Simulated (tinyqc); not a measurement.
# Silicon n-p-n transistor, Gummel numbers and transit times: Cut-off frequency against collector current

One-dimensional n-p-n transistor in the forward active mode at low injection. In the base p(x) = NB exp(-eta x/wb) and ni(x)^2 = ni^2 exp((g0 + g1 x/wb)/Vt); electrons leave the base at vsat; band spikes at the emitter junction and recombination inside the emitter are ignored.

f(x) = p(x) ni^2/ni(x)^2; I(x) = integral from x to wb of f/Dn, plus f(wb)/vsat; base Gummel number GB = I(0); electron density per unit flux n/(J/q) = I/f; base transit time tauB = integral of I/f over the base. ni = sqrt(Nc Nv) exp(-Eg/(2 Vt)), Eg in volts; JC = J0 exp(VBE/Vt), J0 = q ni^2/GB; collector layer one-sided, Wc = sqrt(2 eps0 eps_r (Vbc + VCB)/(q NC)), Vbc = Vt ln(NB exp(-eta) NC/ni^2), Cjc = eps0 eps_r/Wc, tauC = Wc/(2 vsat). Delay 1/(2 pi fT) = tauE + tauB + tauC + tauR with tauE = Vt (Cj + Cjc)/JC and tauR = Rc Cjc. Charge stored in the emitter is left out. The Kirk effect, also left out, sets in near JC = q NC vsat. n(0) = (JC/q) I(0)/f(0).

Inputs (values chosen for the exercise); band and dielectric values close to those of silicon:

| symbol | value | unit | meaning |
|---|---|---|---|
| T | 300 | K | temperature |
| Eg | 1.13 | eV | band gap |
| eps_r | 11.6 |  | relative permittivity |
| Nc | 2.82e19 | cm^-3 | conduction-band density of states at T |
| Nv | 2.63e19 | cm^-3 | valence-band density of states at T |
| vsat | 9.87e6 | cm/s | saturation velocity |
| wb | 320 | nm | neutral base width |
| NB | 2.3e18 | cm^-3 | base doping at the emitter edge |
| eta | 0 |  | doping falls as exp(-eta x/wb) |
| g0 | 0 | eV | gap reduction at the emitter edge of the base |
| g1 | 0 | eV | further gap reduction across the base (linear) |
| Dn | 4.6 | cm^2/s | electron diffusion coefficient in the base |
| NC | 1.2e16 | cm^-3 | collector doping |
| VCB | 0.1 | V | collector-base reverse bias |
| Cj | 1.3 | fF/um^2 | emitter junction capacitance |
| Rc | 18 | ohm um^2 | emitter plus collector resistance |

Constants: q = 1.602176634e-19 C, kB = 1.380649e-23 J/K, Vt = kB T/q, eps0 = 8.8541878128e-14 F/cm where lengths are in cm. Results are converted to the units shown.

The same in every row: tauB (ps) = 114.5; tauC (ps) = 1.628; tauR (ps) = 0.005754.

Result of one run:

| VBE (V) | tauE (ps) | fT (GHz) | JC/(q NC vsat) | n(0)/NB |
|---|---|---|---|---|
| 0.8872 | 6.864 | 1.293 | 0.03215 | 0.01168 |

Which collector current density JC gave this result: 0.0013, 0.0061, 0.013, 0.027 or 0.12 mA/um^2?

JC = 0.0061 mA/um^2.

The whole series:

| JC (mA/um^2) | VBE (V) | tauE (ps) | fT (GHz) | JC/(q NC vsat) | n(0)/NB |
|---|---|---|---|---|---|
| 0.00063 | 0.8285 | 66.46 | 0.8714 | 0.003320 | 0.001207 |
| 0.0013 | 0.8472 | 32.21 | 1.073 | 0.006851 | 0.002490 |
| 0.0029 | 0.8680 | 14.44 | 1.218 | 0.01528 | 0.005554 |
| 0.0061 | 0.8872 | 6.864 | 1.293 | 0.03215 | 0.01168 |
| 0.013 | 0.9067 | 3.221 | 1.333 | 0.06851 | 0.02490 |
| 0.027 | 0.9256 | 1.551 | 1.352 | 0.1423 | 0.05171 |
| 0.058 | 0.9454 | 0.7219 | 1.361 | 0.3056 | 0.1111 |
| 0.12 | 0.9642 | 0.3489 | 1.366 | 0.6324 | 0.2298 |
| 0.26 | 0.9842 | 0.1610 | 1.368 | 1.370 | 0.4980 |

fT rises from 0.871 to 1.37 GHz as the charging time falls as 1/JC; its limit for vanishing tauE is 1.37 GHz, of which the largest delay is tauB (98.6 %). tauE equals the other delays together at JC = 3.60e-4 mA/um^2. For JC = 0.12, 0.26 JC nears or passes q NC vsat, where base push-out would lower fT. For JC = 0.12, 0.26 the electron density at the emitter edge exceeds a fifth of NB, beyond low injection.

Range of the model: Heavy doping makes emitter or base degenerate; gE and g0 are to be read as apparent gap changes that include this.

Numbers from tinyqc (`OMP_NUM_THREADS=1 python tinyqc.py 2320080 2320081 out.jsonl`; about 0.01 s on one thread of a shared Intel Xeon 2.30GHz).
